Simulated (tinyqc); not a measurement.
Free and trapped electrons in a MOS channel with a dense trap tail: two steps of the calculation.

p-type body, charge-sheet picture, full ionisation (an idealisation for deep acceptors), Boltzmann statistics for free electrons. e = Ec - EF at the surface. Acceptor-like traps of density D(E) = D0 + De exp(-E/Ew) at depth E below Ec, from 0 to Eu, hold n_t = integral of D(E)/(1 + exp((e - E)/Vt)). psi = Eg - Vt ln(Nv/Na) - e; N_dep = sqrt(2 eps0 eps_r Na (psi - Vt)/q); n_f = sqrt(N_dep^2 + 2 eps0 eps_r Vt Nc exp(-e/Vt)/q) - N_dep; Vg = Vfb + psi + q (N_dep + n_t + n_f)/Cox, Cox = eps0 eox/tox.

Values chosen for this exercise; band and dielectric values close to those of 4H silicon carbide: temperature T = 250 K; band gap Eg = 3.23 eV; relative permittivity eps_r = 9.87; conduction-band density of states at T Nc = 1.29e19 cm^-3; valence-band density of states at T Nv = 1.86e19 cm^-3; relative permittivity of the insulator eox = 3.9; insulator thickness tox = 25 nm; acceptor density Na = 9e15 cm^-3; flat-band voltage without trapped charge Vfb = -2.29 V; constant background density of acceptor-like traps D0 = 2.8e11 cm^-2 eV^-1; density of the tail at the conduction edge De = 2.3e13 cm^-2 eV^-1; decay energy of the tail Ew = 0.07 eV; depth below Ec down to which the traps reach Eu = 0.98 eV; mobility of free electrons mf = 130 cm^2/(V s); Ec - EF at the surface e = 0.043 eV.

Constants: q = 1.602176634e-19 C, kB = 1.380649e-23 J/K, Vt = kB T/q, eps0 = 8.8541878128e-14 F/cm where lengths are in cm. Results are converted to the units shown.

Question 1. Trapped charge. Trapezoid rule on 16 equal steps from 0 to Eu, f = 1/(1 + exp((e - E)/Vt)).

Find: E; D(E) f; n_t.

Answer 1.

| point | E (eV) | D(E) f (cm^-2 eV^-1) |
|---|---|---|
| 0 | 0 | 2.785e12 |
| 1 | 0.06125 | 6.907e12 |
| 2 | 0.1225 | 4.173e12 |
| 3 | 0.1837 | 1.943e12 |
| 4 | 0.2450 | 9.745e11 |
| 5 | 0.3063 | 5.695e11 |
| 6 | 0.3675 | 4.007e11 |
| 7 | 0.4288 | 3.303e11 |
| 8 | 0.4900 | 3.010e11 |
| 9 | 0.5513 | 2.887e11 |
| 10 | 0.6125 | 2.836e11 |
| 11 | 0.6737 | 2.815e11 |
| 12 | 0.7350 | 2.806e11 |
| 13 | 0.7963 | 2.803e11 |
| 14 | 0.8575 | 2.801e11 |
| 15 | 0.9187 | 2.800e11 |
| 16 | 0.9800 | 2.800e11 |

n_t = 1.170e12 cm^-2

Question 2. Charges and gate voltage. psi, N_dep, n_f and Vg as defined, with the n_t given; free share n_f/(n_f + n_t); apparent mobility mf n_f/(n_f + n_t); gate voltage spent on traps q n_t/Cox.

n_t = 1.1702683e12 cm^-2

Wanted: psi; N_dep; n_f; Vg; free share; apparent mobility; gate voltage spent on traps.

Answer 2.

psi = 3.023 V
N_dep = 5.428e11 cm^-2
n_f = 2.978e11 cm^-2
Vg = 3.065 V
free share = 20.28 %
apparent mobility = 26.37 cm^2/(V s)
gate voltage spent on traps = 1.357 V

Computed by the program tinyqc: `OMP_NUM_THREADS=1 python tinyqc.py 2222104 2222105 out.jsonl`, one thread of a shared Intel Xeon 2.30GHz, about 0.02 s for the whole run.
